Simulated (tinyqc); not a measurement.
# Strain-driven roughening and islands of a mismatched epitaxial film, step by step

A worked calculation. Computed by tinyqc, a small Python program that keeps every step. Command: `OMP_NUM_THREADS=1 python tinyqc.py 3020830 3020831 out.jsonl island walk`. One thread of a shared host (Intel(R) Xeon(R) Processor @ 2.30GHz), about 0.01 s of CPU time with the checks. Intermediate numbers are printed to about 6 digits and carried at full precision; extremes and crossings named in words are read from the listed rows.

Film and substrate share isotropic elastic constants; the film is coherent and biaxially strained.

Inputs (values chosen for the exercise, modelled on GaN on AlN):
```
quantity                                      value       unit
misfit |f|                                   0.0234          -
shear modulus G                                 118        GPa
Poisson ratio nu                               0.21          -
surface energy gamma                           1.77      J/m^2
contact angle of the shallow shape theta_1     12.3    degrees
contact angle of the steep shape theta_2       29.1    degrees
facet energy of shape 1 over gamma            1.001          -
facet energy of shape 2 over gamma           0.9956          -
wetting energy gamma_s - gamma                 0.43      J/m^2
decay length of wetting delta                  0.49         nm
surface mobility D_s nu_s Omega^2/(k_B T)   1.3e-34  m^6/(J s)
initial ripple amplitude A0                    0.16         nm
ripple wavelength over the critical one         1.1          -
island volume V                               39000       nm^3
```

Transport: surface diffusion.

Constants: e = 1.602176634e-19 C.

## Elastic energy of the flat film

M = 2 G (1 + nu)/(1 - nu); stress = M f; energy density w = M f^2.

biaxial modulus M = 361.468 GPa

stress = 8.45836 GPa

energy density w = 197.926 MJ/m^3

## Asaro-Tiller-Grinfeld instability

A ripple A cos(k x) has the surface chemical potential per volume [gamma k^2 - 2 (1 + nu) w k] A cos(k x), so k_c = 2 (1 + nu) w/gamma. With surface diffusion the amplitude grows at the rate q = B k^2 [2 (1 + nu) w k - gamma k^2], fastest at k_m = (3/4) k_c. B is the surface mobility.

k_c = 0.270610 1/nm

critical wavelength = 23.2186 nm

fastest wavelength = 30.9581 nm

growth time 1/q at k_m = 7.68393 s

A ripple of A0 needs about 17 s to reach a twentieth of its wavelength.

## A ripple of given wavelength

A ripple A cos(k x) has the surface chemical potential per volume [gamma k^2 - 2 (1 + nu) w k] A cos(k x), so k_c = 2 (1 + nu) w/gamma. With surface diffusion the amplitude grows at the rate q = B k^2 [2 (1 + nu) w k - gamma k^2], fastest at k_m = (3/4) k_c. B is the surface mobility. Stress at the trough = stress x (1 + 2 k A).

k = 0.246009 1/nm

rate q = 0.0842796 1/s

q over the largest rate = 0.647598

stress concentration at A0 = 1.07872

The ripple grows.

## Wetting layer

The surface energy depends on thickness as gamma + (gamma_s - gamma) exp(-h/delta). Its curvature adds W2 = (gamma_s - gamma) exp(-h/delta)/delta^2 to the restoring terms; the flat film is stable while W2 > (1 + nu)^2 w^2/gamma, which gives h_c = delta ln[(gamma_s - gamma) gamma/(delta^2 (1 + nu)^2 w^2)], or 0 if negative.

wetting-layer thickness h_c = 1.96598 nm

Layer-by-layer growth up to h_c, then roughening: the Stranski-Krastanov mode.

## Island nucleation

Shallow faceted island (Tersoff form): E = 4 Gam V^(2/3) tan^(1/3)(theta) - 6 c V tan(theta), Gam = gamma [x/sin(theta) - 1/tan(theta)], x the facet energy over gamma, c = stress^2 (1 - nu)/(2 pi G). The barrier is the maximum of E, at V_c = [4 Gam/(9 c)]^3 / tan^2(theta) (1 GPa nm = 1 J/m^2).

c = 0.0762320 GPa

Gam of shape 1 = 0.199030 J/m^2

critical volume, shape 1 = 32.8654 nm^3

barrier, shape 1 = 10.2285 eV

Gam of shape 2 = 0.443388 J/m^2

critical volume, shape 2 = 55.7591 nm^3

barrier, shape 2 = 44.2998 eV

The shallow shape has the lower barrier. Each barrier is a third of the surface term at V_c and scales as Gam^3/c^2, that is as f^(-4).

## Which shape at the volume V

The two energies cross at V_x^(1/3) = 4 [Gam_2 t2^(1/3) - Gam_1 t1^(1/3)]/(6 c (t2 - t1)), t = tan(theta); mu = dE/dV.

E of shape 1 = -20836.2 eV

E of shape 2 = -51498.0 eV

crossing volume V_x = 253.249 nm^3

jump of mu at V_x, shape 2 less shape 1 = -51.6179 MJ/m^3

At V the steep shape is lower. At V_x the chemical potential drops, so islands that have turned steep grow at the cost of the shallow ones. Caution: the shallow-slope form overstates the relaxation of facets steeper than about 25 degrees.

## Scaling with the misfit

A ripple A cos(k x) has the surface chemical potential per volume [gamma k^2 - 2 (1 + nu) w k] A cos(k x), so k_c = 2 (1 + nu) w/gamma. With surface diffusion the amplitude grows at the rate q = B k^2 [2 (1 + nu) w k - gamma k^2], fastest at k_m = (3/4) k_c. V_c = [4 Gam/(9 c)]^3/tan^2(theta), barrier = (4/3) Gam V_c^(2/3) tan^(1/3)(theta); the growth time is 1/q at k_m.

Misfit scaled at fixed constants:
```
|f| (%)  fastest wavelength (nm)  growth time (s)  V_c of shape 1 (nm^3)  barrier of shape 1 (eV)
0.585                    495.330      5.03574e+05            1.34617e+05              2.61851e+03
0.819                    252.719      3.41223e+04            1.78785e+04              6.81619e+02
1.170                    123.832      1.96709e+03            2.10339e+03              1.63657e+02
1.638                     63.180      1.33290e+02            2.79351e+02              4.26012e+01
2.340                     30.958      7.68393e+00            3.28654e+01              1.02285e+01
3.276                     15.795      5.20666e-01            4.36486e+00              2.66258e+00
```

Halving the misfit stretches the wavelength 4 times, the barrier 16 times, the volume 64 times and the time 256 times: f^(-2), f^(-4), f^(-6), f^(-8). Over these rows the time spans 6.0 decades: strongly mismatched films tend to roughen first, while dilute alloys have time to stay flat. Rows with wavelengths under 10 nm or volumes under 5 nm^3 are beyond the continuum picture.

Checks made by the program: k_m against a numerical maximum of the rate (relative difference 4e-10).
